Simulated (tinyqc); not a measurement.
Resistance of a tapered via with liner, size effect and interface: two fill metals against the diameter.

A round via whose diameter grows from db at the bottom as D(z) = db + 2 z/tan(ang). The fill, of diameter D - 2 tl, starts above the bottom liner (thickness fb tl) and has rho = rho0 (1 + ks lam/(D - 2 tl)); the sidewall liner conducts in parallel with it. The bottom liner and the interface are crossed over the full area pi db^2/4. Spreading in the lines above and below is left out.

Slices between z0 = fb tl and hv, evaluated at their midpoints: conductance per length pi/4 [(D - 2 tl)^2/rho + (D^2 - (D - 2 tl)^2)/rl], slice resistance = slice height over that. 2000 slices. R_fill = sum of the slices; R_bottom = rl fb tl/(pi db^2/4); R_interface = ri/(pi db^2/4). The second fill has rho2, lam2 and tl2 in place of rho0, lam and tl.

Values chosen for this exercise; fill metal close to ruthenium:
- hv = 160 nm (height)
- ang = 88 degrees (sidewall angle)
- rho0 = 8.02 uohm cm (bulk resistivity of the fill)
- lam = 6.61 nm (mean free path of the fill)
- ks = 0.8 (size-effect factor)
- tl = 0 nm (liner on the sidewall)
- fb = 0.7 (liner at the bottom over that on the sidewall)
- rl = 300 uohm cm (resistivity of the liner)
- ri = 9.3e-13 ohm cm^2 (interface resistivity at the bottom)
- Sb = 1.5e15 S/m^2 (ballistic conductance per area, about 3/(4 rho0 lam))
- rho2 = 5.28 uohm cm (bulk resistivity of the second fill (close to molybdenum))
- lam2 = 11.4 nm (its mean free path)
- tl2 = 0.6 nm (its liner)

Result of one run:
```
db (nm),"R, first fill (ohm)","R, second fill (ohm)",ratio second/first
49,6.133,5.173,0.8435
```

What becomes of these results when the diameter at the bottom db is changed from 49 to 100 nm, all else the same?

Result of the changed run:
```
db (nm),"R, first fill (ohm)","R, second fill (ohm)",ratio second/first
100,1.555,1.245,0.8007
```

The whole series:
```
db (nm),"R, first fill (ohm)","R, second fill (ohm)",ratio second/first
6,256.1,353.1,1.379
8.5,142.9,170.7,1.195
12,79.22,85.01,1.073
17,43.03,42.45,0.9866
24,23.15,21.40,0.9247
35,11.55,10.11,0.8755
49,6.133,5.173,0.8435
70,3.102,2.539,0.8187
100,1.555,1.245,0.8007
```

The ratio goes from 1.38 to 0.801. The two fills give the same R at db = 16.0 nm; below it the first gives the lower R. Ratios within a few per cent of 1 are a tie, given that ballistic terms are left out.

tinyqc, about 0.01 s, one thread, Intel Xeon 2.30GHz (shared host): `OMP_NUM_THREADS=1 python tinyqc.py 2750166 2750167 out.jsonl`
